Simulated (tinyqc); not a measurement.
# Scattering of inversion-layer electrons by surface optical phonons of the gate insulator (remote phonon scattering), step by step

A worked calculation. Computed by tinyqc, a small Python program that keeps every step. Command: `OMP_NUM_THREADS=1 python tinyqc.py 3112869 3112870 out.jsonl sophonon walk`. One thread of a shared host (Intel(R) Xeon(R) Processor @ 2.30GHz), about 0.01 s of CPU time with the checks. Intermediate numbers are printed to about 6 digits and carried at full precision; extremes and crossings named in words are read from the listed rows.

One subband with the Fang-Howard envelope; insulator and channel are half-spaces, the gate is far away, and an interlayer only moves the polar surface away by t (its own modes and its permittivity contrast are left out).

Inputs (values chosen for the exercise, modelled on HfO2 on silicon): static constant of the insulator eps_0s = 21.9; intermediate constant eps_i = 6.59; optical constant eps_inf = 5.07; hbar omega_TO1 = 12.5 meV; hbar omega_TO2 = 47 meV; constant of the channel eps_s = 11.7; in-plane mass m = 0.192 m_0; valleys g_v = 2; sheet density n = 6.8e+12 1/cm^2; mean distance of the electrons z0 = 3/b = 2.6 nm; interlayer thickness t = 0 nm; temperature T = 150 K; electron energy E = 110 meV; mobility from other processes = 210 cm^2/(V s).

Screening by the channel electrons: none.

Constants: k_B = 8.617333262e-05 eV/K; hbar^2/(2 m_0) = 3.80998212 eV angstrom^2; e^2/(4 pi eps_0) = 14.39964548 eV angstrom; hbar = 6.582119569e-16 eV s; e = 1.602176634e-19 C; m_0 = 9.1093837015e-31 kg.

## Surface modes and strengths

eps(w) = eps_inf + (eps_0s - eps_i) w1^2/(w1^2 - w^2) + (eps_i - eps_inf) w2^2/(w2^2 - w^2). Surface modes solve eps(w) + eps_s = 0, a quadratic in w^2; the strength of a mode is g = 2/(w d eps/dw). Occupation N = 1/(exp(hbar w/(k_B T)) - 1).

hbar omega_SO (meV): 1 16.8952, 2 49.2206

strengths g: 1 0.0242914, 2 0.0055770

occupations N: 1 0.371010, 2 0.022699

hbar omega g (2 N + 1) (meV): 1 0.714939, 2 0.286967

The lower mode has the larger hbar omega g N, the prefactor of absorption before the dependence on q: 0.152 and 0.00623 meV.

## The electron gas

Density of states D = g_v m/(pi hbar^2); eta = E_F/(k_B T) = ln(exp(n/(D k_B T)) - 1); screening wave number q_s = e^2 D/(2 eps_0 eps_avg) x 1/(1 + exp(-eta)), eps_avg = (eps_s + eps_inf)/2; b = 3/z0.

D = 1.60409e+14 1/(eV cm^2)

eta = 3.24119

q_s = 1.66568 1/nm

b = 1.15385 1/nm

## Squared matrix elements

For a mode of strength g, without the occupation factor, Area x |M(q)|^2 = e^2 hbar w g/(2 eps_0 q) x (b/(b + q))^6 exp(-2 q t).

Area x |M|^2 (meV^2 nm^2):
```
q (1/nm)  (b/(b + q))^6  exp(-2 q t)       mode 1       mode 2
0.05           0.775285            1  5.75757e+04  3.85099e+04
0.10           0.607326            1  2.25512e+04  1.50835e+04
0.20           0.383241            1  7.11523e+03  4.75908e+03
0.30           0.249906            1  3.09316e+03  2.06889e+03
0.50           0.115323            1  8.56435e+02  5.72833e+02
0.80           0.042418            1  1.96881e+02  1.31685e+02
1.20           0.013875            1  4.29324e+01  2.87157e+01
```

## Rates at the energy E

Approximate momentum relaxation rate, taking tau v alike in the initial and final states: 1/tau = (m/(2 pi hbar^3)) sum over modes and over absorption (N, E' = E + hbar w) and emission (N + 1, E' = E - hbar w > 0) of [(1 - f(E'))/(1 - f(E))] int_0^(2 pi) Area |M(q)|^2 (1 - cos theta) d theta, q^2 = k^2 + k'^2 - 2 k k' cos theta, f the Fermi function; 48 midpoints in theta from 0 to pi.

rates (1/ps): mode 1 absorption 0.126473, mode 1 emission 0.574130, mode 2 absorption 0.003766, mode 2 emission 0.258059

tau at E = 1039.04 fs

## Mobility

mu = (e/m) int tau E f (1 - f) dE/(k_B T int f dE), by 300 midpoints from 0 to (max(eta, 0) + 14) k_B T; Matthiessen sum with the other processes.

remote-phonon mobility = 5715.17 cm^2/(V s)

total mobility = 202.557 cm^2/(V s)

loss of mobility = 3.54420 %

Caution: a relaxation time is only an approximation for inelastic scattering, and static or no screening brackets the true dynamic screening only roughly.

## What an interlayer buys

The formulas are those given above.

Against the interlayer thickness:
```
t (nm)  remote-phonon mobility (cm^2/(V s))  total (cm^2/(V s))
0.0                                  5715.2             202.557
0.3                                  7994.6             204.625
0.6                                 10872.9             206.021
1.0                                 15736.1             207.234
1.5                                 23621.4             208.150
2.0                                 33722.1             208.700
3.0                                 61660.0             209.287
```

1 nm of interlayer raises the remote-phonon mobility by a factor 2.75, as exp(2 q t) with an effective q of 0.51 per nm; between 2 and 3 nm the effective q is 0.30. The total goes from 203 to 207 over the first nanometre.

Checks made by the program: sum of strengths against 1/(eps_s + eps_inf) - 1/(eps_s + eps_0s) (relative difference below 1e-10).
